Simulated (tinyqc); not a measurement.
Equilibrium crystal shape, supported particles, Gibbs-Thomson effect and coarsening: one step, computed by the program tinyqc.

A cubic crystal bounded by {100}, {110} and {111} facets only.

Question. Chemical potential of the particle. For the Wulff shape mu - mu(bulk) = 2 Omega gamma/h, with gamma and h = lambda gamma the energy and distance of any one facet plane, here (111); the vapour pressure rises by exp[(mu - mu(bulk))/(k_B T)].

Inputs (values chosen for the exercise, for a model metal): atoms in the particle N = 580; temperature T = 700 K.

Omega = 11.21288 angstrom^3

gamma (J/m^2): (100) 2.280650, (110) 1.812109, (111) 2.219371

distances of the planes from the centre (nm): {100} 1.320805, {110} 1.049456, {111} 1.285316

Constants: e = 1.602176634e-19 C; k_B = 8.617333262e-05 eV/K.

Give: mu - mu(bulk); pressure ratio.

Answer.

mu - mu(bulk) = 241.7 meV

pressure ratio = 54.96

Caution: below a few thousand atoms edges and corners add to the energy and facets hold few atoms.
